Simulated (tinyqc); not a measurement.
# From one set of inputs to another, one input at a time

Model: Heisenberg magnet: exchange from energy differences, ordering vector, linear spin waves and ordering temperature. Computed by tinyqc, a small Python program. Command: `OMP_NUM_THREADS=1 python tinyqc.py 3007173 3007174 out.jsonl magnon ladder`. One thread of a shared host (Intel(R) Xeon(R) Processor @ 2.30GHz), about 1 s of CPU time with the checks.

H = -sum over pairs <ij> J_ij S_i.S_j - K sum_i (S_i^z)^2, each pair once, J > 0 ferromagnetic. First neighbours: 12 at a (0.5, 0.5, 0), second: 6 at a (1, 0, 0), with all permutations and signs.

The inputs printed are set A. Inputs not listed in the table keep their values of set A, so the rows need not describe a real material.

Inputs (values chosen for the exercise, for a model magnet):
```
quantity                  value      unit
exchange J1               0.655       meV
exchange J2                 0.1       meV
spin S                      2.5         -
single-ion anisotropy K  0.0017       meV
lattice constant a         4.28  angstrom
mesh divisions n             20         -
temperature T                54         K
```

Lattice: fcc. Order: ferromagnetic.

Constants: k_B = 8.617333262e-05 eV/K.

Method:
- g_s(q) = sum over shell s of cos(q.R), z1 = g1(0). E(q) = S [J(0) - J(q)] + (2S - 1) K, J(q) = J1 g1 + J2 g2. The factor 2S - 1 removes the anisotropy for S = 1/2.
- sum R_x^2 over the shells is s1 = 2 a^2 and s2 = 2 a^2. E = gap + D q^2 with D = (S/2)(J1 s1 + J2 s2) and gap = (2S - 1) K.
- J(q) = J1 g1(q) + J2 g2(q), g_s(q) = sum over shell s of cos(q.R).
- Mesh: q = sum_i (m_i + 1/2)/n b_i, m_i = 0..n-1, b = [[-1, 1, 1], [1, -1, 1], [1, 1, -1]] in 2 pi/a; <..> is the mean over the mesh.
- n = 1/(exp(E/(k_B T)) - 1); no zero-point loss; thermal loss <n>; moment = S less the losses.

Each row keeps all changes above it:
```
input moved                      from     to  stiffness D (meV angstrom^2)  gap (meV)  thermal loss
set A                               -      -                        34.576     0.0068       0.06597
exchange J1 (meV)               0.655  0.166                        12.182     0.0068       0.49509
spin S                            2.5      2                         9.745     0.0051       0.69496
lattice constant a (angstrom)    4.28   5.11                        13.892     0.0051       0.69496
single-ion anisotropy K (meV)  0.0017  0.014                        13.892     0.0420       0.66353
exchange J2 (meV)                 0.1  0.038                        10.654     0.0420       0.86091
temperature T (K)                  54     11                        10.654     0.0420       0.05041
```

Which inputs carry the difference?

Stiffness D goes from 34.6 to 10.7, a factor 0.308 in all. The largest single move comes from exchange J1 (a factor 0.352), and lattice constant a works against it (a factor 1.43). gap goes from 0.00680 to 0.0420, a factor 6.18 in all. The largest single move comes from single-ion anisotropy K (a factor 8.24), and spin S works against it (a factor 0.750). Thermal loss goes from 0.0660 to 0.0504, a factor 0.764 in all. The largest single move comes from temperature T (a factor 0.0586), and exchange J1 works against it (a factor 7.50). The single moves hold for this order of the switches; the total does not depend on the order.

Caution (rows exchange J1, spin S, lattice constant a, single-ion anisotropy K, exchange J2): with so many magnons their interaction matters and linear theory fails.

Extremes, crossings and ranges named in words are read from the listed rows.
